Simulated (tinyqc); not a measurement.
Inside a calculation: five-level k.p model folded onto the conduction band. Values are carried at full precision from step to step, so a last printed digit may differ when a step is redone from the rounded ones.

Second-order sums for the lowest conduction level at E: 1/m = 1 + Cm + (Ep/3)(2/E + 1/(E + Dso)) - (Ep2/3)(2/(E7 + D2 - E) + 1/(E7 - E)); g/2 = 1 + Cg - (Ep/3)(1/E - 1/(E + Dso)) - (Ep2/3)(1/(E7 - E) - 1/(E7 + D2 - E)). E is counted from the top of the valence band; E = Eg at the edge.

Constants: hbar^2/2m0 = 3.80998211 eV angstrom^2.

Inputs chosen for the exercise (near those of InAs; not measured data): Eg = 0.417 eV (gap at Gamma to the s-like level); Dso = 0.396 eV (spin-orbit splitting); Ep = 22 eV (Kane energy); E7 = 4.43 eV (upper Gamma7 conduction level, from the valence top); D2 = 0.15 eV (its spin-orbit splitting, Gamma8 above Gamma7); Ep2 = 4.8 eV (Kane energy to the upper levels); Cm = -1 (remote term in 1/m); Cg = 0 (remote term in g/2); k = 0.012 1/angstrom (wave vector along z).

## Mass and g factor term by term

Evaluate at E = Eg.

Terms:
```
level           part of 1/m  part of g
free + remote        0.0000     2.0000
Gamma8 valence      35.1719   -35.1719
Gamma7 valence       9.0201    18.0402
Gamma8 upper        -0.7687     0.7687
Gamma7 upper        -0.3987    -0.7974
```

m = 0.0232 m0
g = -15.160

The valence levels give 44.19 to 1/m and the upper levels take 1.17 away. In g the two valence terms nearly cancel when Dso is small against Eg; here Dso/Eg = 0.95 and they leave -17.132, the upper pair -0.029.

## The matrix at one k

For k along z and one spin sector the level c couples to four states. With c0 = hbar^2/2m0, P = sqrt(Ep c0), P2 = sqrt(Ep2 c0): diagonal Eg + (1 + Cm) c0 k^2 for c, and 0, -Dso, E7 + D2, E7 for lh, so, G8 up, G7 up (their own dispersion is left out); couplings of c: sqrt(2/3) P k to lh, sqrt(1/3) P k to so, sqrt(2/3) P2 k to G8 up, sqrt(1/3) P2 k to G7 up (phases chosen real).

Fill in the matrix.

H (eV), rows c, lh, so, G8 up, G7 up and columns alike:
$$\begin{pmatrix}
0.41700 & 0.08970 & 0.06343 & 0.04190 & 0.02963 \\
0.08970 & 0 & 0 & 0 & 0 \\
0.06343 & 0 & -0.39600 & 0 & 0 \\
0.04190 & 0 & 0 & 4.58000 & 0 \\
0.02963 & 0 & 0 & 0 & 4.43000
\end{pmatrix}$$

## Exact folding onto c

Solve E = H_cc + S(E), S(E) = sum_j H_cj^2/(E - H_jj), from E = H_cc, by plain substitution and by Newton steps on E - H_cc - S(E). The weight of c in the state is Z = 1/(1 - dS/dE). The exact level is the third eigenvalue of H from below.

Iterates (eV):
```
step  substitution   Newton
0          0.41700  0.41700
1          0.44060  0.43943
2          0.43943  0.43948
3          0.43948  0.43948
4          0.43948  0.43948
5          0.43948  0.43948
6          0.43948  0.43948
7          0.43948  0.43948
```

exact level = 0.43948 eV
Z = 0.9546

Substitution multiplies the error by about dS/dE = 1 - 1/Z = -0.048 a step, so it alternates; after 7 steps it is off by 1.3e-11 eV, while Newton is within 1e-5 eV from step 2 on.

## Loewdin series

Expanding E = H_cc + S(E) about Eg in powers of k^2, with s_n = sum_j H_cj^2/(Eg - H_jj)^n: order k^2: e2 = (1 + Cm) c0 k^2 + s1; order k^4: e4 = -s2 e2; order k^6: e6 = s3 e2^2 + s2^2 e2.

Give each order and the partial sums, counted from Eg.

s1 (eV), s2 (no unit), s3 (1/eV); (1 + Cm) c0 k^2 is H_cc - Eg: [0.02360, 0.05252, 0.11842]

e2, e4, e6 (eV): [0.02360, -0.00124, 0.00013]

partial sums (eV): [0.02360, 0.02237, 0.02250]

The exact value is 0.02248 eV; the errors of the partial sums are +1.12, -0.12 and +0.02 meV.

## Checks

- Curvature of the exact level at small k against the sum for 1/m: 43.024 against 43.025.

Program tinyqc; command `OMP_NUM_THREADS=1 python tinyqc.py 1050478 1050479 out.jsonl`; about 0.01 s on one thread of a shared Intel(R) Xeon(R) Processor @ 2.30GHz.
